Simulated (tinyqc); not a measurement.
Dispersion against the sound-wave line: Born-von Karman spring model of a cubic crystal with one atom per cell. Computed by tinyqc, a small Python program. Command: `OMP_NUM_THREADS=1 python tinyqc.py 3031219 3031220 out.jsonl springs walk`. One thread of a shared host (Intel(R) Xeon(R) Processor @ 2.30GHz), about 0.2 s of CPU time with the checks.

First neighbours lie at a (1,0,0) (6 of them), second at a (1,1,0) (12), with all permutations and signs; the volume per atom is Omega = a^3.

Inputs (values chosen for the exercise, for a model crystal):
```
quantity               value           unit
atomic mass M            170              u
radial spring k1L      0.413  eV/angstrom^2
transverse spring k1T      0  eV/angstrom^2
radial spring k2L       0.25  eV/angstrom^2
transverse spring k2T      0  eV/angstrom^2
```

Lattice: sc.

Constants: nu for 1 eV/(angstrom^2 u) = 15.6333042 THz.

Method:
- A neighbour at R with unit vector n couples by the matrix K(R) = kL n n^T + kT (1 - n n^T), and D(q) = (1/M) sum_R K(R) [1 - cos(q.R)].
- An eigenvalue lambda of D in eV/(angstrom^2 u) gives nu = 15.6333042 THz x sqrt(lambda).
- The last column divides the top branch by the straight line with its slope at G. End points in 2 pi/a: X = (0.5, 0, 0), M = (0.5, 0.5, 0).

Frequencies (THz) along two lines:
```
line  fraction of the way    nu 1    nu 2    nu 3  nu 3 / linear
G-X                  0.10  0.1876  0.1876  0.3584        0.99589
G-X                  0.25  0.4588  0.4588  0.8769        0.97450
G-X                  0.40  0.7048  0.7048  1.3468        0.93549
G-X                  0.55  0.9117  0.9117  1.7424        0.88016
G-X                  0.70  1.0683  1.0683  2.0416        0.81033
G-X                  0.85  1.1659  1.1659  2.2280        0.72827
G-X                  1.00  1.1990  1.1990  2.2914        0.63662
G-M                  0.10  0.2653  0.3055  0.4802        0.98854
G-M                  0.25  0.6489  0.7472  1.1301        0.93060
G-M                  0.40  0.9967  1.1477  1.6179        0.83266
G-M                  0.55  1.2894  1.4848  1.8992        0.71087
G-M                  0.70  1.5109  1.7398  1.9919        0.58581
G-M                  0.85  1.6488  1.8986  1.9751        0.47836
G-M                  1.00  1.6957  1.9526  1.9526        0.40197
```

Along G-X the top branch ends at 64 % of its linear extrapolation, which is the 2/pi of a pure sine: planes normal to this line couple to their next planes alone. Along G-M the top branch ends at 40 % of its linear extrapolation. A Debye model keeps the straight line throughout.
